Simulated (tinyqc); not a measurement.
## Ballast resistance and gain from the on-state line

Question. At high current V = BV (1 + be)^(-1/n) + I Ro. Find Ro, the intercept and be.

Parameters, values chosen for the exercise:

| symbol | value | unit | meaning |
|---|---|---|---|
| BV | 10.5 | V | junction breakdown voltage |
| n | 4.2 |  | exponent of the multiplication |

V at I = 5.7 and 11.3 mA/um (V): [7.8379498, 9.5179498]

Answer. The slope is Ro; the intercept over BV is (1 + be)^(-1/n).

Ro = 300.0 ohm um
intercept = 6.128 V
be = 8.600

Computed by the program tinyqc: `OMP_NUM_THREADS=1 python tinyqc.py 2670059 2670060 out.jsonl`, one thread of a shared Intel Xeon 2.30GHz, about 0.01 s for the whole run.
